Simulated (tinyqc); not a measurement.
Exciton in an atomically thin sheet (Rytova-Keldysh potential): one step. Levels in the small basis. Three cases, with inputs chosen for the exercise.

Task: Solve (T + V) u = E S u; give the two lowest levels and the ground vector with u S u = 1 and its largest component positive.

Case 1.

S, lower triangle:
```
           1          2          3          4
1  1.0000000
2  0.7716648  1.0000000
3  0.4239847  0.7716958  1.0000000
4  0.2072918  0.4234141  0.7709351  1.0000000
```

T (eV), lower triangle:
```
           1          2          3          4
1  0.0156901
2  0.0198082  0.0705260
3  0.0126772  0.0890383  0.3169710
4  0.0064342  0.0569145  0.4000029  1.4290108
```

V (eV), lower triangle:
```
            1           2           3           4
1  -0.3604154
2  -0.3555676  -0.5132059
3  -0.2582063  -0.4834934  -0.6839622
4  -0.1622086  -0.3332401  -0.6210127  -0.8659286
```

Case 2.

S, lower triangle:
```
           1          2          3
1  1.0000000
2  0.7705539  1.0000000
3  0.4229928  0.7715375  1.0000000
```

T (eV), lower triangle:
```
           1          2          3
1  0.0486758
2  0.0614135  0.2197875
3  0.0392463  0.2774547  0.9884464
```

V (eV), lower triangle:
```
            1           2           3
1  -0.5627129
2  -0.5503172  -0.7926981
3  -0.3956580  -0.7417819  -1.0465950
```

Case 3.

S, lower triangle:
```
           1          2          3
1  1.0000000
2  0.7712012  1.0000000
3  0.4232846  0.7712640  1.0000000
```

T (eV), lower triangle:
```
           1          2          3
1  0.0386096
2  0.0487307  0.1738762
3  0.0311494  0.2194640  0.7828425
```

V (eV), lower triangle:
```
            1           2           3
1  -0.2002945
2  -0.2161623  -0.3254405
3  -0.1749119  -0.3315641  -0.4858267
```

Give: levels; ground vector.

Result:

Case 1.

levels (eV): -0.4601  -0.2281

ground vector: 0.014  0.738  0.288  0.022

Case 2.

levels (eV): -0.5926  -0.2318

ground vector: 0.368  0.630  0.081

Case 3.

levels (eV): -0.1846  0.0467

ground vector: 0.612  0.410  0.058

Computed by tinyqc, one run a case: `OMP_NUM_THREADS=1 python tinyqc.py N N+1 out.jsonl` with N = 1250732, 1250782, 1251172; one thread of a shared Intel(R) Xeon(R) Processor @ 2.30GHz, about 0.03 s a run at most.
